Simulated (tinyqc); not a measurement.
Interface traps by the conductance method, one level: two steps of the calculation.

MOS capacitor on an n-type substrate; psi is the band bending, negative in depletion; only majority carriers are counted. The traps exchange electrons with the conduction band; their admittance lies in parallel with Cd, and that pair in series with Cox and Rs. w = 2 pi f.

Inputs (values chosen for the exercise); band and dielectric values close to those of silicon: temperature T = 200 K; relative permittivity eps_r = 11.5; donor density Nd = 3.7e15 cm^-3; equivalent oxide thickness EOT = 25 nm; band bending psi ps = -0.188 V; capture cross-section for electrons sn = 5.8e-15 cm^2; thermal velocity vth = 1.9e7 cm/s; density of the level Nt = 1e10 cm^-2; occupation of the level at this bias ft = 0.61; signal frequency f = 6000 Hz.

Constants: q = 1.602176634e-19 C, kB = 1.380649e-23 J/K, Vt = kB T/q, eps0 = 8.8541878128e-14 F/cm where lengths are in cm. Results are converted to the units shown.

Question 1. Capacitances and time constant. Cox = 3.9 eps0/EOT, LD = sqrt(eps0 eps_r Vt/(q Nd)), u = psi/Vt, Cd = (eps0 eps_r/(sqrt(2) LD)) |exp(u) - 1|/sqrt(exp(u) - u - 1); ns = Nd exp(u); tau = ft/(sn vth ns), Cit = q Nt ft (1 - ft)/Vt.

Find: Cox; Cd; ns; tau; Cit.

Answer 1.

Cox = 138.1 nF/cm^2
Cd = 42.04 nF/cm^2
ns = 6.773e10 cm^-3
tau = 8.172e-5 s
Cit = 22.12 nF/cm^2

Question 2. Parallel conductance and capacitance. With x = w tau: Gp/w = Cit x/(1 + x^2), Cp = Cd + Cit/(1 + x^2).

Cd = 42.039364 nF/cm^2
tau = 8.1721816e-5 s
Cit = 22.115764 nF/cm^2

Give: x; Gp/w; Cp.

Answer 2.

x = 3.081
Gp/w = 6.494 nF/cm^2
Cp = 44.15 nF/cm^2

The peak of Gp/w lies at x = 1 with the height 0.5 Cit; this frequency gives 0.294 Cit.

Program tinyqc, `OMP_NUM_THREADS=1 python tinyqc.py 2030121 2030122 out.jsonl`; Intel Xeon 2.30GHz, shared host, one thread, about 0.01 s.
